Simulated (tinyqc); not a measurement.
# Worked calculation: minority carriers and saturation current of a heavily doped emitter

tinyqc, about 0.01 s, one thread, Intel Xeon 2.30GHz (shared host): `OMP_NUM_THREADS=1 python tinyqc.py 2330061 2330062 out.jsonl` Printed values are rounded.

n-type, parabolic bands, full ionisation. eta = (EF - Ec)/kB T solves N = Nc F12(eta), F12(x) = (2/sqrt(pi)) int_0^infinity sqrt(u)/(1 + exp(u - x)) du. The gap shrinks rigidly by dEg = E1 [ln(N/N0) + sqrt(ln^2(N/N0) + 0.5)], an empirical law that is here taken as the true narrowing.

Parameters, values chosen for the exercise; band and dielectric values close to those of germanium: temperature T = 250 K; band gap Eg = 0.654 eV; conduction-band density of states at 250 K Nc = 8.06e18 cm^-3; valence-band density of states at 250 K Nv = 4.64e18 cm^-3; ionised donor density N = 1.4e19 cm^-3; energy of the narrowing law E1 = 6.9 meV; density of the narrowing law N0 = 1.2e17 cm^-3; minority-hole mobility mup = 110 cm^2/(V s); Auger coefficient Cn = 3.2e-31 cm^6/s; defect lifetime ts = 2.2 us; emitter width W = 160 nm; recombination velocity at the contact S = 2500 cm/s.

Constants: q = 1.602176634e-19 C, kB = 1.380649e-23 J/K, Vt = kB T/q. Results are converted to the units shown.

Range of the model: Band tails, non-parabolic bands and incomplete ionisation are left out.

## Iteration 1: Fermi level

eta at the start (Boltzmann value) = 0.5521

Newton step on ln F12(eta) = ln(N/Nc): eta(new) = eta - ln(Nc F12/N) F12/Fm, Fm(x) = dF12/dx = (1/sqrt(pi)) int_0^infinity u^(-1/2)/(1 + exp(u - x)) du.

F12 = 1.16000
Fm = 0.830073
eta after iteration 1 = 1.11629

## Course of the iteration

Stop when eta changes by less than 1e-9.

Course of the iteration:
```
iteration	eta	change
1	1.11629	0.564
2	1.15192	0.0356
3	1.15206	1.42e-4
4	1.15206	2.24e-9
5	1.15206	0
```

Converged in 5 iterations.

## Effective intrinsic density

converged eta = 1.15206

ni = sqrt(Nc Nv) exp(-Eg/(2 Vt)), Eg in volts; degeneracy factor g = F12(eta) exp(-eta); nie^2 = ni^2 exp(dEg/kB T) g, p0 = nie^2/N; apparent narrowing dEg + kB T ln g.

ni = 1.56458e12 cm^-3
dEg = 66.0391 meV
g = 0.548857
apparent narrowing = 53.1149 meV
nie = 5.36749e12 cm^-3
p0 = 2.05785e6 cm^-3

Narrowing multiplies p0 by 21.4 and degeneracy by 0.549.

## Saturation current

1/tau = Cn N^2 + 1/ts, D = mup Vt, L = sqrt(D tau); J0 = (q p0 D/L)(s + tanh(W/L))/(1 + s tanh(W/L)), s = S L/D; the share recombining inside is 1 - 1/[cosh(W/L)(1 + tanh(W/L)/s)].

tau = 15.8292 ns
L = 1936.79 nm
s = 0.204322
J0 = 1.13761e6 fA/cm^2
share recombining inside = 28.9869 %

Bulk and contact share the loss.
